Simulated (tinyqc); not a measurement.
## Biaxially strained (001) channel, valley splitting in an inversion layer: effect of the confining field

A thin layer grown on a relaxed buffer is stretched in the plane. The two valleys with their long axis along the growth direction (D2) sink against the four in-plane ones (D4); confinement in a triangular well splits them too. Only the lowest subband of each set is kept; one relaxation time, so the weakening of intervalley scattering is left out.

e_par = b1 x, e_perp = -2 (c12/c11) e_par, splitting D = Xu (e_par - e_perp), in-plane stress (c11 + c12 - 2 c12^2/c11) e_par. Levels E(m) = 2.33811 (hbar^2 q^2 F^2/(2 m))^(1/3): E2 = E(ml), E4 = E(mt) + D; N2 = 2 mt kB T/(pi hbar^2), N4 = 4 sqrt(mt ml) kB T/(pi hbar^2). EF solves Ns = N2 ln(1 + exp((EF - E2)/Vt)) + N4 ln(1 + exp((EF - E4)/Vt)); f2 is the share in D2, and 1/mc = f2/mt + (1 - f2)(1/mt + 1/ml)/2. The gain is mc(x = 0)/mc.

Values chosen for this exercise; values close to those of silicon on relaxed silicon-germanium:
- T = 250 K (temperature)
- x = 0.23 (germanium share of the relaxed buffer)
- b1 = 0.0418 (lattice mismatch per unit x)
- c11 = 163 GPa (elastic constant)
- c12 = 62.6 GPa (elastic constant)
- Xu = 9 eV (shear deformation potential)
- ml = 0.895 m0 (longitudinal mass)
- mt = 0.189 m0 (transverse mass)
- Ns = 1.2e12 cm^-2 (inversion density)

Constants: q = 1.602176634e-19 C, kB = 1.380649e-23 J/K, hbar = 1.054571817e-34 J s, m0 = 9.1093837015e-31 kg, Vt = kB T/q, hbar^2/(2 m0) = 0.0380998212 eV nm^2. Results are converted to the units shown.

The same in every row: D (meV) = 153.0.

Effect of the confining field:
```
F (MV/cm)  f2 without strain      f2  mc (m0)   gain
0.1                   0.4190  0.9987   0.1891  1.297
0.3                   0.7106  0.9996   0.1890  1.129
0.5                   0.8666  0.9999   0.1890  1.055
0.7                   0.9390  0.9999   0.1890  1.025
0.9                   0.9714   1.000   0.1890  1.011
1.1                   0.9861   1.000   0.1890  1.006
1.3                   0.9930   1.000   0.1890  1.003
1.5                   0.9964   1.000   0.1890  1.001
```

What does the table show?

As F goes from 0.1 to 1.5 MV/cm, f2 stays near 1.00 (without strain: it rises from 0.419 to 0.996) and the gain falls from 1.30 to 1.00. Strong confinement already empties D4, so strain has less to move.

Program tinyqc, `OMP_NUM_THREADS=1 python tinyqc.py 2530147 2530148 out.jsonl`; Intel Xeon 2.30GHz, shared host, one thread, about 0.01 s.
